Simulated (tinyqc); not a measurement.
# Worked calculation: MOS capacitor on a p-type substrate, surface potential from the exact charge relation

tinyqc, about 0.01 s, one thread, Intel Xeon 2.30GHz (shared host): `OMP_NUM_THREADS=1 python tinyqc.py 2060143 2060144 out.jsonl` Printed values are rounded.

Uniform p-type substrate, Boltzmann statistics, full ionisation, classical densities. psi is the surface potential against the body (positive when the bands bend down) and u = psi/Vt. Traps are spread evenly over the gap and neutral at flat band, so their charge is -q Dit psi; the minority quasi-Fermi level is shifted by Vb.

Parameters, values chosen for the exercise; band and dielectric values close to those of gallium arsenide: temperature T = 400 K; band gap Eg = 1.41 eV; relative permittivity eps_r = 12.8; conduction-band density of states at T Nc = 6.73e17 cm^-3; valence-band density of states at T Nv = 1.38e19 cm^-3; electron affinity chi = 4.03 eV; acceptor density of the substrate N = 2.4e16 cm^-3; relative permittivity of the gate insulator (close to aluminium oxide) eox = 9.16; insulator thickness tox = 8.5 nm; gate work function phiM = 4.35 eV; fixed charge at the interface, in units of q Nf = 0 cm^-2; density of interface traps Dit = 0 cm^-2 eV^-1; reverse bias of the inversion layer against the body Vb = 0 V; gate voltage against the body Vg = 0.74 V.

Constants: q = 1.602176634e-19 C, kB = 1.380649e-23 J/K, Vt = kB T/q, eps0 = 8.8541878128e-14 F/cm where lengths are in cm. Results are converted to the units shown.

Range of the model: At this gate voltage the surface density exceeds 0.3 of the band density of states, so degeneracy and confinement would lower the charge and capacitance.

## Flat band, threshold and scales

ni = sqrt(Nc Nv) exp(-Eg/(2 Vt)), Eg in volts; phiF = Vt ln(N/ni); Cox = eps0 eox/tox; Vfb = phiM - chi - (Eg - Vt ln(Nv/N)) - q Nf/Cox; Q0 = sqrt(2 eps0 eps_r q N Vt); r = (ni/N)^2 exp(-Vb/Vt); VT = Vfb + [(2 phiF + Vb)(1 + q Dit/Cox) + sqrt(2 eps0 eps_r q N (2 phiF + Vb))/Cox].

ni = 3.99336e9 cm^-3
phiF = 0.538029 V
Cox = 0.954169 uF/cm^2
Vfb = -0.870969 V
Q0 = 17.3329 nC/cm^2
r = 2.76856e-14
VT = 0.306586 V

## Starting value

psi = +Vt (just off flat band).

psi at the start = 0.0344693 V

## Iteration 1: Newton step for the surface potential

u = psi/Vt; F^2 = exp(-u) + u - 1 + r (exp(u) - u - 1); Qs = -sign(u) Q0 F; Cs = -dQs/dpsi = (Q0/Vt) |1 - exp(-u) + r (exp(u) - 1)|/(2 F). f = Vfb + psi + (q Dit psi - Qs)/Cox - Vg, f' = 1 + (Cs + q Dit)/Cox, psi(new) = psi - f/f'.

u = 1
F = 0.606531
Qs = -10.5129 nC/cm^2
Cs = 0.262033 uF/cm^2
f = -1.56548 V
f' = 1.27462
psi after iteration 1 = 1.26267 V

## Iteration 2: Newton step for the surface potential

As before.

u = 36.6316
F = 16.1273
Qs = -279.533 nC/cm^2
Cs = 3.51490 uF/cm^2
f = -0.0553441 V
f' = 4.68373
psi after iteration 2 = 1.27448 V

## Iteration 3: Newton step for the surface potential

As before.

u = 36.9744
F = 18.7673
Qs = -325.292 nC/cm^2
Cs = 4.25002 uF/cm^2
f = 0.00442921 V
f' = 5.45416
psi after iteration 3 = 1.27367 V

## Course of the Newton iteration

Stop when the step is below 1e-10 V, or after 60 iterations.

Course of the iteration:
```
iteration  psi before the step (V)     f (V)   step (V)
1                        0.0344693     -1.57       1.23
2                          1.26267   -0.0553     0.0118
3                          1.27448   4.43e-3   -8.12e-4
4                          1.27367   2.32e-5   -4.30e-6
5                          1.27367  6.45e-10  -1.20e-10
6                          1.27367   < 1e-12    < 1e-12
```

Converged in 6 iterations.

## Charges, field and capacitances at the solution

converged psi = 1.27367 V

u = psi/Vt; F^2 = exp(-u) + u - 1 + r (exp(u) - u - 1); Qs = -sign(u) Q0 F; Cs = -dQs/dpsi = (Q0/Vt) |1 - exp(-u) + r (exp(u) - 1)|/(2 F). Low frequency: 1/C_LF = 1/Cox + 1/(Cs + q Dit). High frequency, in the simple estimate in which traps and minority carriers do not follow: 1/C_HF = 1/Cox + 1/Cd, Cd being Cs with r = 0 at the same psi. Minority sheet density N_inv = (Q0/(2 q)) int_0^u r (exp(t) - 1)/F(t) dt for u > 0. Oxide field |Qs - q Dit psi + q Nf|/(eps0 eox).

Qs = -321.845 nC/cm^2
N_inv = 1.37378e12 cm^-2
oxide field = 0.396828 MV/cm
Cs = 4.19532 uF/cm^2
C_LF/Cox = 0.814706
C_HF/Cox = 0.0420970

The surface is in strong inversion (borders at |psi| = 0, phiF + Vb and 2 phiF + Vb = 1.08 V). Minority carriers make up 68.4 % of Qs.
